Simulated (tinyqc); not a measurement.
Worked calculation: donor near an oxide interface in a gate field (two-state model). Values are carried at full precision from step to step, so a last printed digit may differ when a step is redone from the rounded ones.

Interface at z = 0 (hard wall), donor at z = d, field F pulling electrons to the interface: potential e F z; 1 kV/cm = 1e-5 eV/angstrom, c = hbar^2/2m0, q = e^2/(4 pi eps0), Q = (eps - eo)/(eps + eo). Donor state: E_D = e F d - ED - q Q/(4 eps d), the last term joining the images of ion and electron. Interface state: z exp(-b z/2) exp(-rho^2/(2 L^2)) with E_z = c b^2/(4 mz) + 3 e F/b + q Q b/(8 eps), minimised over b; in the plane at z = 3/b the ion (distance D = d - 3/b) and its image (D' = d + 3/b) give E_rho = c/(mt L^2) - (q/eps)(sqrt(pi)/L)[erfcx(D/L) + Q erfcx(D'/L)], erfcx(x) = exp(x^2) erfc(x), minimised over L. E_I = E_z + E_rho.

Constants: hbar^2/2m0 = 3.80998211 eV angstrom^2; e^2/(4 pi eps0) = 14.39964547 eV angstrom.

Parameters, chosen for this exercise (near those of a donor in Si below SiO2, static dielectric constants; not measured data): d = 100 angstrom (depth of the donor); ED = 30.8 meV (bulk binding energy); mz = 0.929 m0 (mass across the interface); mt = 0.187 m0 (mass in the plane); eps = 11.5 (dielectric constant of the semiconductor); eo = 3.9 (dielectric constant of the oxide); F = 51.4 kV/cm (field in the semiconductor); aD = 17.3 angstrom (donor radius); v = 0.37 (valley factor).

## The interface state across the interface

Solve c b/(2 mz) - 3 e F/b^2 + q Q/(8 eps) = 0; give Q, b, the three terms of E_z and <z> = 3/b.

Q = 0.4935
b = 0.07996 1/angstrom

kinetic, field and image terms (meV): 6.55  19.29  6.18

<z> = 37.5 angstrom

The image pushes the electron away from the oxide; without it <z> would be 33.0 angstrom.

## Binding in the plane

Give D, D', the best L, both terms and E_rho.

D, D' (angstrom): 62.5  137.5

L = 77.5 angstrom

kinetic and Coulomb terms (meV): 3.39  -17.93

E_rho = -14.54 meV

The bottom of the well lies at -24.5 meV, so the level is 41 % of the way up; L/D = 1.24. Above the critical field the ionised donor would thus still hold its electron as a dot at the interface.

## Where the electron sits

The two states couple by t = t0 exp(-D/aD) with t0 = q/(eps aD) (2 aD/L) sqrt(aD b/2) v, v a valley factor; this form is an estimate. With detuning u = E_D - E_I the splitting is sqrt(u^2 + 4 t^2) and the lower state has weight (1 - u/sqrt(u^2 + 4 t^2))/2 on the donor.

Give E_D, E_I, t, the splitting and the donor weight.

E_D, E_I (meV): 19.06  17.48

t = 0.269 meV
splitting = 1.66 meV
donor weight = 0.027

The electron is at the interface; the contact hyperfine coupling scales with the donor weight. With this t, the tunnelling time pi hbar/(2t) at a crossing would be 3.85 ps (hbar = 6.58212e-16 eV s); here the detuning is 5.86 t.

## Critical field

Find F at which E_D = E_I; compare the rule e F d = ED. The crossing width is 4t/(e D), with t and D formed anew at that field.

critical field = 48.7 kV/cm
ED/(e d) = 30.8 kV/cm
width = 1.8 kV/cm

The confinement energy E_z = 31.0 meV raises the field needed and the attraction E_rho = -14.6 meV lowers it; the result is 1.58 times the simple rule.

## Checks

- E_z without images against 1.5 x 6^(2/3)/2 (c (e F)^2/mz)^(1/3), meV: both 25.44.
- E_rho from the radial equation in the full Coulomb well against the Gaussian trial function, meV: -14.6 against -14.5.

Run: tinyqc, `OMP_NUM_THREADS=1 python tinyqc.py 1282006 1282007 out.jsonl`; Intel(R) Xeon(R) Processor @ 2.30GHz, one thread, shared host; about 0.06 s of CPU time with all checks.
